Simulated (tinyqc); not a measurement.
Standing waves and exposure in a photoresist film: one step. Intensity and exposure over the lowest period. Two cases, with inputs chosen for the exercise.

Problem. Nine depths from d - period to d. Without bleaching during the exposure the share of unexposed compound is m = exp(-C D I).

Normal incidence from air. Unexposed resist: N1 = n1 + i k1 with k1 = (A + B) lam/(4 pi), lam in micrometres. r01 = (1 - N1)/(1 + N1), t01 = 2/(1 + N1). Below the resist lie the layer Na = na + i ka and the substrate Ns = ns + i ks: r12 = (r1a + ras x)/(1 + r1a ras x), x = exp(4 pi i Na da/lam), r1a = (N1 - Na)/(N1 + Na), ras = (Na - Ns)/(Na + Ns). With p = exp(2 pi i N1 d/lam), the field at depth z is E(z) = t01 [exp(2 pi i N1 z/lam) + r12 p^2 exp(-2 pi i N1 z/lam)]/(1 + r01 r12 p^2), the relative intensity I(z) = n1 |E(z)|^2 and the reflectance R = |(r01 + r12 p^2)/(1 + r01 r12 p^2)|^2.

Case 1.

Values chosen (a resist on Si, indices near tabulated ones; not measured data):
- d = 191 nm (resist thickness)
- lam = 193 nm (vacuum wavelength)
- C = 0.016 cm^2/mJ (exposure rate (Dill C))
- D = 60 mJ/cm^2 (incident dose)

N1 = 1.7090000+0.0178158i
r12 = -0.113215+0.224758i
period = 56.4658 nm

Case 2.

Values chosen (a resist on polySi, indices near tabulated ones; not measured data):
- d = 954 nm (resist thickness)
- lam = 365 nm (vacuum wavelength)
- C = 0.026 cm^2/mJ (exposure rate (Dill C))
- D = 60 mJ/cm^2 (incident dose)

N1 = 1.7310000+0.0217843i
r12 = 0.209542-0.398808i
period = 105.4304 nm

Give: Profile.

Solution.

Case 1.

Profile:

| z (nm) | I | m |
|---|---|---|
| 134.5 | 0.653 | 0.534 |
| 141.6 | 0.926 | 0.411 |
| 148.7 | 1.131 | 0.338 |
| 155.7 | 1.146 | 0.333 |
| 162.8 | 0.958 | 0.399 |
| 169.8 | 0.674 | 0.524 |
| 176.9 | 0.456 | 0.645 |
| 183.9 | 0.430 | 0.662 |
| 191.0 | 0.607 | 0.558 |

I runs from 0.430 to 1.146 on these points, so m runs from 0.333 to 0.662; the least exposed point listed lies 7.1 nm above the bottom.

Case 2.

Profile:

| z (nm) | I | m |
|---|---|---|
| 848.6 | 0.835 | 0.272 |
| 861.7 | 0.491 | 0.465 |
| 874.9 | 0.225 | 0.704 |
| 888.1 | 0.190 | 0.744 |
| 901.3 | 0.404 | 0.533 |
| 914.5 | 0.739 | 0.316 |
| 927.6 | 0.997 | 0.211 |
| 940.8 | 1.024 | 0.202 |
| 954.0 | 0.802 | 0.286 |

I runs from 0.190 to 1.024 on these points, so m runs from 0.202 to 0.744; the least exposed point listed lies 65.9 nm above the bottom.

Computed by tinyqc, one run a case: `OMP_NUM_THREADS=1 python tinyqc.py N N+1 out.jsonl` with N = 1681683, 1682041; one thread of a shared Intel(R) Xeon(R) Processor @ 2.30GHz, about 0.01 s a run at most.
